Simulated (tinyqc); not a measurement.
Isochronal anneals: hydrogen passivation of interface dangling bonds: competing passivation and dissociation with distributed barriers. Computed by tinyqc, a small Python program. Command: `OMP_NUM_THREADS=1 python tinyqc.py 3022151 3022152 out.jsonl passiv walk`. One thread of a shared host (Intel(R) Xeon(R) Processor @ 2.30GHz), about 0.02 s of CPU time with the checks.

P_b + H2 gives P_bH + H at the rate k_f [H2]; P_bH gives P_b + H at the rate k_d. All defects start unpassivated. E_f and E_d are Gaussian and independent.

Inputs (values chosen for the exercise, close to those used for P_b centres at the silicon-oxide interface):
```
quantity                                      value          unit
passivation prefactor k_f0                  6.9e-08        cm^3/s
mean passivation barrier E_f                   1.47            eV
spread sigma_f                                0.071            eV
dissociation prefactor k_d0                 4.8e+12           1/s
mean dissociation barrier E_d                  2.85            eV
spread sigma_d                                0.094            eV
H2 in the oxide per atm, solubility factor  1.6e+18  1/(cm^3 atm)
hydrogen pressure p                            0.05           atm
anneal time t                                    85             s
```

Constants: k_B = 8.617333262e-05 eV/K.

Method:
- [H2] = solubility factor x p; a = k_f0 [H2] exp(-E_f/(k_B T)), d = k_d0 exp(-E_d/(k_B T)). For one pair of barriers the active share is y = [d + a exp(-(a + d) t)]/(a + d).
- Temperatures in kelvin are T(C) + 273.15.
- Average y over both Gaussians with 40 x 40 Gauss-Hermite points.
- Minimise the averaged y over T between 150 and 900 C: find where ln y is equal at T - 0.05 and T + 0.05 C; T is rounded to 0.1 C.

best temperature = 530.9 C

Active share after the time t:
```
T (C)     a (1/s)     d (1/s)  single barriers  distributed
200    1.2139e-06  2.1103e-18       9.9990e-01   9.9953e-01
250    3.8077e-05  1.6815e-15       9.9677e-01   9.8939e-01
300    6.5471e-04  4.1768e-13       9.4587e-01   8.8617e-01
350    7.1317e-03  4.2818e-11       5.4542e-01   5.0482e-01
400    5.4483e-02  2.2065e-09       9.7448e-03   1.0580e-01
450    3.1420e-01  6.5920e-08       2.0980e-07   5.4030e-03
500    1.4446e+00  1.2692e-06       8.7856e-07   5.8637e-05
600    1.8079e+01  1.7029e-04       9.4190e-06   3.2071e-05
700    1.3460e+02  8.3479e-03       6.2014e-05   1.6615e-04
800    6.8937e+02  1.9812e-01       2.8731e-04   6.4481e-04
```

What does the comparison show, and why?

The distributed share is least at 600 C among these rows, 3.2e-5, and the search puts the optimum at 530.9 C. On the cold side defects with high E_f survive; on the hot side dissociation, with the larger barrier, gains on passivation with an energy E_d - E_f = 1.38 eV. In that row single barriers give 9.4e-6, so the spread raises the floor. Caution: atomic hydrogen, which both passivates and depassivates, and further passivation during cooling are left out. Caution: shares below about 1e-3 in these rows are formal; measured passivation levels off well above them.

Extremes, crossings and ranges named in words are read from the listed rows.
